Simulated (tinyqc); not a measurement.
Worked calculation: Koster-Slater impurity in a tight-binding band, by Green functions and by supercells. Computed by tinyqc, a small Python program that keeps every step. Command: `OMP_NUM_THREADS=1 python tinyqc.py 3010438 3010439 out.jsonl kosterslater walk`. One thread of a shared host (Intel(R) Xeon(R) Processor @ 2.30GHz), about 0.03 s of CPU time with the checks. Intermediate numbers are printed to about 7 digits and carried at full precision; extremes and crossings named in words are read from the listed rows.

One orbital per site, e(k) = -2 t sum cos(k_i) over 3 direction(s), band from -6 t to 6 t, lattice constant 1. One site has the extra energy U. Spin is left out.

Inputs (values chosen for the exercise, for a model band):
```
quantity                  value      unit
hopping t                   1.6        eV
impurity potential U       11.4        eV
supercell edge N              3     sites
energy inside the band E   -7.8        eV
broadening eta             0.16        eV
impurity concentration c  0.002  per site
```

Lattice: simple cubic.

Constants: hbar = 6.582119569e-16 eV s.

## The host Green function outside the band

Outside the band G0(E) = (1/pi) int_0^pi dk (2/(pi z)) K(16 t^2/z^2), z = E + 2 t cos k, K the complete elliptic integral with parameter m; 200 Gauss-Legendre points. A bound state solves 1/U = G0(E). Energies: 0.05, 0.2, 0.5, 1, 2, 4 and 8 t beyond the band edge on the side of U, rounded to four digits.

Scan on the side of U:
```
E (eV)  G0 (1/eV)  1/U - G0 (1/eV)
9.68    0.1465258      -0.05880650
9.92    0.1347556      -0.04703632
10.40   0.1211704      -0.03345112
11.20   0.1065774      -0.01885808
12.80   0.0880822      -0.00036288
16.00   0.0669669       0.02075240
22.40   0.0461267       0.04159264
```

G0 stays finite at the band edge, 0.252731/t in size, so binding needs |U| > 3.957 t.

## The bound state

Bisection in ln(distance from the edge) between 1e-5 t and |U| + t. Weight on the impurity site: -1/(U^2 dG0/dE), by a central difference with step min(1e-4 t, distance/30). Decay length along an axis: 1/arccosh(1 + distance/(2 t)).

level E_b = 12.84011 eV

distance from the band edge = 3.240110 eV

weight on the impurity site = 0.8547722

decay length = 0.7551931 sites

The state is compact: most of it sits on the impurity.

## Green function inside the band

Inside the band G0(z), z = E + i eta, comes from the chain form 1/(sqrt(y - 2t) sqrt(y + 2t)) (principal roots) at y = z + 2 t cos k + 2 t cos k', averaged over k and k' in (0, pi) with 200 Gauss-Legendre points each.

G0(E + i eta) = -0.1635650-0.0624602i 1/eV

## Scattering

T = U/(1 - U G0); phase shift delta = -arg(1 - U G0) in (-pi, pi]; host density of states -Im G0/pi; on the impurity -Im[G0/(1 - U G0)]/pi; lifetime of a band state hbar/(-2 c Im T).

T matrix = 3.747990-0.931615i eV

phase shift delta = -0.2436266 rad

host density of states = 0.01988170 1/eV

density of states on the impurity = 0.002281797 1/eV

scattering lifetime = 176.6320 fs

The Born approximation would take Im T = U^2 Im G0 = -8.12 eV, 8.71 times the full value.

## The level in the supercell

In a periodic cell of N sites along each direction with Bloch vector K, the level solves 1/U = N^-d sum_k 1/(E - e(k)), k_i = (2 pi m_i + K_i)/N, m_i = 0..N-1; the outermost root on the side of U is taken (bisection). d is the number of directions. Gamma means K_i = 0, the zone corner K_i = pi, the quarter point K_i = pi/2. The error is measured against the isolated level E_b.

level at Gamma = 12.59770 eV

level at the corner = 13.11194 eV

level at the quarter point = 12.83796 eV

error at Gamma = -0.2424092 eV

width between Gamma and the corner = 0.5142422 eV

Images turn the level into a band 0.514 eV wide; the quarter point misses the isolated level by -0.0022 eV, far less than Gamma, because the leading hopping between images averages out there.

## Convergence with cell size

Even N; errors against the isolated level E_b, set to 0 below 1e-6 t.

Error of the level (eV):
```
N   sites         Gamma         corner  quarter point
2       8  1.393446e+00  -1.440110e+00  -4.708320e-02
4      64  5.286189e-02  -4.708320e-02  -1.115972e-04
6     216  2.258430e-03  -2.151222e-03              0
8     512  1.133655e-04  -1.115972e-04              0
10   1000  6.248627e-06  -6.218150e-06              0
12   1728             0              0              0
```

The error at Gamma falls exponentially, between the last two resolved rows by exp(-1.449) per site against 1/(decay length) = 1.324; the rest is the power-law prefactor of the Green function. Gamma and the corner err in opposite directions. Among the sizes listed an error below 1 meV is first reached at N = 8 at Gamma; at the quarter point N = 4 is enough.

## Phase shift across the band

delta/pi = -arg(1 - U G0)/pi counts the states added below E (Friedel); host DOS = -Im G0/pi, DOS on the impurity = -Im[G0/(1 - U G0)]/pi; 13 evenly spaced energies from -(band edge + |U| + 2t) to +(band edge + |U| + 2t).

Across the spectrum:
```
E (eV)     Re G0 (1/eV)  host DOS (1/eV)  DOS on the impurity (1/eV)    delta/pi
-24.20000    -0.0424822       0.00009466                  0.00004297  -0.0007270
-20.16667    -0.0516595       0.00014214                  0.00005630  -0.0010198
-16.13333    -0.0663162       0.00024229                  0.00007857  -0.0015729
-12.10000    -0.0950320       0.00055963                  0.00012892  -0.0030621
-8.06667     -0.1620556       0.01792592                  0.00210397  -0.0705880
-4.03333     -0.1840433       0.05787068                  0.00416521  -0.1876782
0.00000       0.0000000       0.08734056                  0.00809867  -0.4015080
4.03333       0.1840433       0.05787068                  0.01051919  -0.6550856
8.06667       0.1620556       0.01792592                  0.01585929  -0.7936280
12.10000      0.0950320       0.00055963                  0.07612569  -0.9248970
16.13333      0.0663162       0.00024229                  0.00406467  -0.0113156
20.16667      0.0516595       0.00014214                  0.00084102  -0.0039417
24.20000      0.0424822       0.00009466                  0.00035591  -0.0020925
```

delta/pi starts and ends near zero (-0.001 and -0.002): the impurity moves states but creates none. delta/pi is negative in the band, down to -0.92 among these rows (-1 just below the level for small eta), and the lost state returns at the level above the band (12.840 eV).

Checks made by the program: G0 at the level by a direct sum over directions (relative difference below 1e-10).
